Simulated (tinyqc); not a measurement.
Circular transfer-length structure: one step of the calculation.

A disc contact of radius r0 and a very wide ring contact from r1 = r0 + sp outwards lie on a thin layer; the metal has no resistance and the sheet resistance under the contacts equals Rsh.

Question. The three parts of the resistance. Transfer length Lt = sqrt(rc/Rsh). R = (Rsh/2 pi) [(Lt/r0) I0(r0/Lt)/I1(r0/Lt) + ln(r1/r0) + (Lt/r1) K0(r1/Lt)/K1(r1/Lt)] with modified Bessel functions; for r0 >> Lt both ratios tend to 1.

Parameters, values chosen for the exercise:
- Rsh = 130 ohm/sq (sheet resistance of the semiconductor layer)
- rc = 3.9e-9 ohm cm^2 (specific contact resistivity)
- r0 = 0.64 um (radius of the inner contact)
- sp = 0.47 um (gap between the contacts)

Find: Lt; I0/I1; K0/K1; inner contact; gap; outer contact; R.

Answer.

Lt = 0.054772 um
I0/I1 = 1.0458
K0/K1 = 0.97620
inner contact = 1.8518 ohm
gap = 11.393 ohm
outer contact = 0.99664 ohm
R = 14.241 ohm

The contacts make up 20.0 % of R.

Program tinyqc, `OMP_NUM_THREADS=1 python tinyqc.py 2760021 2760022 out.jsonl`; Intel Xeon 2.30GHz, shared host, one thread, about 0.01 s.
